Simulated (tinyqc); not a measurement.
Inside a calculation. Method: plane-wave Kohn-Sham cycle with exchange-only LDA in a layered model solid. One step of it, computed by the program tinyqc.

Task: Iteration 2: Hamiltonian at one k. H(m,m') = (k + G_m)^2/2 delta + V(G_m - G_m'), with V(-G) = V(G).

A solid whose potential varies along x alone (atomic units):
```
parameter                      value
period a                   11.500000
cross-section of the cell  28.000000
electrons per cell                 2
grid points                       16
plane waves -n..n, n               2
k points                           3
V1 in V1 cos(2 pi x/a)     -0.310000
```

V(G_m), m = 0, 1, 2, ... (hartree): -0.180759  -0.139860  0.000282  -0.000136  0.000004

k = 0.000000 2 pi / a

Give: H.

Result:

H (hartree):
```
        -2      -1      +0      +1      +2
-2   0.416  -0.140   0.000   0.000   0.000
-1  -0.140  -0.032  -0.140   0.000   0.000
+0   0.000  -0.140  -0.181  -0.140   0.000
+1   0.000   0.000  -0.140  -0.032  -0.140
+2   0.000   0.000   0.000  -0.140   0.416
```
